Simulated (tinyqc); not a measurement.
Inside a calculation: optical gain and spontaneous emission in a bulk direct-gap semiconductor. Values are carried at full precision from step to step, so a last printed digit may differ when a step is redone from the rounded ones.

F_j(eta) = (1/Gamma(j + 1)) integral_0^infinity x^j dx/(1 + exp(x - eta)), which tends to exp(eta) for eta << 0.

Quasi-Fermi levels: n = Nc F_1/2(Fc/kT) and p = Nv F_1/2(Fv/kT), Fc counted up from the conduction edge and Fv down from the valence edge; Nc, Nv from N = 2 (m kB T/(4 pi c))^(3/2) with c = hbar^2/2m0, in 1/angstrom^3; times 1e24 for 1/cm^3, with me and (mhh^(3/2) + mlh^(3/2))^(2/3).

Constants: hbar^2/2m0 = 3.80998211 eV angstrom^2; kB = 8.617333262e-05 eV/K; fine-structure constant alpha = 0.007297352564; hbar = 6.58211957e-16 eV s; hbar c = 1973.269805 eV angstrom.

Parameters, chosen for this exercise (near those of GaN; shifted at random, so the results belong to these values and not to a real crystal):
```
symbol  value    unit    meaning
me      0.204    m0      electron mass
mhh     1.421    m0      heavy-hole mass
mlh     0.3004   m0      light-hole mass
n       2.1e+19  1/cm^3  injected density, n = p
T       300      K
Eg      3.34     eV      direct gap
Ep      17.1     eV      Kane energy
nr      2.6              refractive index
E       3.434    eV      photon energy
```

## Quasi-Fermi levels

Solve for Fc and Fv.

kT = 0.025852 eV
Nc = 2.312e+18 1/cm^3
Nv = 4.664e+19 1/cm^3
Fc = 0.1317 eV
Fv = -0.0165 eV
Fc + Fv = 0.1152 eV

The separation of the quasi-Fermi levels exceeds the gap, so photons between Eg and Eg + (Fc + Fv) see gain. The quasi-Fermi level of the electrons lies inside the band, that of the holes in the gap.

## Absorption of the empty crystal

Parabolic bands, vertical transitions, no excitons. For each hole band j: mr = me mj/(me + mj); joint density of states J_j(E) = (mr/c)^(3/2) sqrt(E - Eg)/(2 pi^2), both spins, c = hbar^2/2m0; averaged matrix element |e.p|^2 = m0 Ep/6; alpha_j(E) = 4 pi^2 alpha_f c Ep J_j/(3 nr E) in 1/angstrom (alpha_f the fine-structure constant, listed as alpha among the constants), times 1e8 for 1/cm.

Evaluate at E for heavy and light holes.

mr, J and alpha of each hole band:
```
hole   mr (m0)  J (1/(eV angstrom^3))  alpha (1/cm)
heavy  0.17839              0.0001574       11026.9
light  0.12149              8.845e-05        6197.7
```

The heavy-hole band gives 64 % of the total, 17225 1/cm.

## Occupations and gain at E

For band j the electron sits at Ee = (E - Eg) mr/me above its edge and the hole at Eh = (E - Eg) mr/mj; fe = 1/(1 + exp((Ee - Fc)/kT)), fh = 1/(1 + exp((Eh - Fv)/kT)); gain g = sum_j alpha_j (fe + fh - 1).

Use mr and alpha from the table.

Energies, occupations and gain of each hole band:
```
hole   Ee (eV)  Eh (eV)     fe     fh  g (1/cm)
heavy   0.0822   0.0118  0.872  0.250      1347
light   0.0560   0.0380  0.949  0.108       356
```

total gain = 1703 1/cm

E - Eg = 0.0940 eV is below Fc + Fv = 0.1152 eV, so both bands give gain (Bernard-Duraffourg).

## Spontaneous emission

Spontaneous rate: R = integral of (nr E/(hbar c))^2/(pi^2 hbar) sum_j alpha_j fe fh dE, with alpha in 1/cm and (nr E/(hbar c))^2 in 1/cm^2 (1e16 per 1/angstrom^2); B = R/(n p); lifetime n/R.

Integrate over photon energy.

R = 1.48e+28 1/(cm^3 s)
B = 3.36e-11 cm^3/s
radiative lifetime = 1.42 ns

## Checks

- B at n = 1e13 1/cm^3 against the van Roosbroeck-Shockley value from alpha and ni^2 (cm^3/s): both 5.95e-11.

tinyqc: `OMP_NUM_THREADS=1 python tinyqc.py 1650435 1650436 out.jsonl`; about 0.1 s, one thread, shared Intel(R) Xeon(R) Processor @ 2.30GHz.
